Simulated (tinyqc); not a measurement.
Carrier lifetime from Shockley-Read-Hall, radiative, Auger and surface recombination: one step, computed by the program tinyqc. Command: `OMP_NUM_THREADS=1 python tinyqc.py 3023670 3023671 out.jsonl lifetime walk`. One thread of a shared host (Intel(R) Xeon(R) Processor @ 2.30GHz), about 0.03 s of CPU time with the checks.

Energies are counted from the top of the valence band. Boltzmann statistics, full ionisation, and equal excess densities of electrons and holes.

Task: Capture times and SRH densities. v = sqrt(3 k_B T/m) with m_e or m_h; tau_n0 = 1/(sigma_n v_n N_t), tau_p0 = 1/(sigma_p v_p N_t); n1 = N_c exp(-(E_g - E_t)/k_B T), p1 = N_v exp(-E_t/k_B T).

Inputs (values chosen for the exercise, with bands modelled on GaP):

| quantity | value | unit |
|---|---|---|
| gap E_g | 2.32 | eV |
| electron mass m_e | 0.511 | m_0 |
| hole mass m_h | 0.814 | m_0 |
| temperature T | 350 | K |
| trap level E_t | 1.32 | eV |
| trap density N_t | 4.9e+14 | cm^-3 |
| electron cross-section sigma_n | 2e-14 | cm^2 |
| hole cross-section sigma_p | 8.7e-16 | cm^2 |

Doping: n-type. Surface term: two equal surfaces.

N_c = 3.465332e+19 cm^-3

N_v = 2.322356e+19 cm^-3

Constants: k_B = 1.380649e-23 J/K; m_0 = 9.1093837015e-31 kg; k_B = 8.617333262e-05 eV/K.

Give: v_n; v_p; tau_n0; tau_p0; n1; p1.

Result:

v_n = 1.7647e+07 cm/s

v_p = 1.3982e+07 cm/s

tau_n0 = 5.7822e-09 s

tau_p0 = 1.6777e-07 s

n1 = 1.3816e+05 cm^-3

p1 = 2.2844 cm^-3
